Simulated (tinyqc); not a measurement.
Electron mobility in a silicon inversion layer, empirical terms and Matthiessen rule: one step of the calculation.

Inversion layer of sheet density Ns on a uniformly doped body. The mobility terms are empirical power laws with prefactors chosen for the exercise; adding their inverses (Matthiessen) is itself an approximation.

Question. Split C-V extraction. Q(Vg) is the trapezoid sum of Cgc from the first point (where Q is taken as 0); mu_eff = I/((W/L) Q Vd); mu_FE = (dI/dVg)/((W/L) Cox Vd) with a backward difference. Listed from point 4 on.

Parameters, values chosen for the exercise; material values close to those of silicon:

| symbol | value | unit | meaning |
|---|---|---|---|
| Cox | 0.98 | uF/cm^2 | gate capacitance |
| WL | 1 |  | ratio W/L |
| Vd | 0.02 | V | drain voltage |

| point | Vg (V) | Cgc (uF/cm^2) | I (uA) |
|---|---|---|---|
| 0 | 0.1 | 3.1750782e-5 | 4.6160701e-11 |
| 1 | 0.2 | 8.9040144e-4 | 3.6327910e-8 |
| 2 | 0.3 | 0.024391947 | 2.7797253e-5 |
| 3 | 0.4 | 0.40905026 | 0.011583242 |
| 4 | 0.5 | 0.93357435 | 0.25027269 |
| 5 | 0.6 | 0.97826678 | 0.74044754 |
| 6 | 0.7 | 0.97993814 | 1.2766317 |
| 7 | 0.8 | 0.97999780 | 1.7981552 |
| 8 | 0.9 | 0.97999992 | 2.2871862 |
| 9 | 1 | 0.98000000 | 2.7383022 |
| 10 | 1.1 | 0.98000000 | 3.1507728 |
| 11 | 1.2 | 0.98 | 3.5258337 |
| 12 | 1.3 | 0.98 | 3.8655553 |

Wanted: Q; mu_eff; mu_FE.

Answer.

| point | Q (uC/cm^2) | mu_eff (cm^2/(V s)) | mu_FE (cm^2/(V s)) |
|---|---|---|---|
| 4 | 0.09011 | 138.9 | 121.8 |
| 5 | 0.1857 | 199.4 | 250.1 |
| 6 | 0.2836 | 225.1 | 273.6 |
| 7 | 0.3816 | 235.6 | 266.1 |
| 8 | 0.4796 | 238.4 | 249.5 |
| 9 | 0.5776 | 237.0 | 230.2 |
| 10 | 0.6756 | 233.2 | 210.4 |
| 11 | 0.7736 | 227.9 | 191.4 |
| 12 | 0.8716 | 221.7 | 173.3 |

At the last point mu_FE is 22 % below mu_eff: where the mobility falls with gate voltage the slope of I understates it.

tinyqc, about 0.01 s, one thread, Intel Xeon 2.30GHz (shared host): `OMP_NUM_THREADS=1 python tinyqc.py 2510011 2510012 out.jsonl`
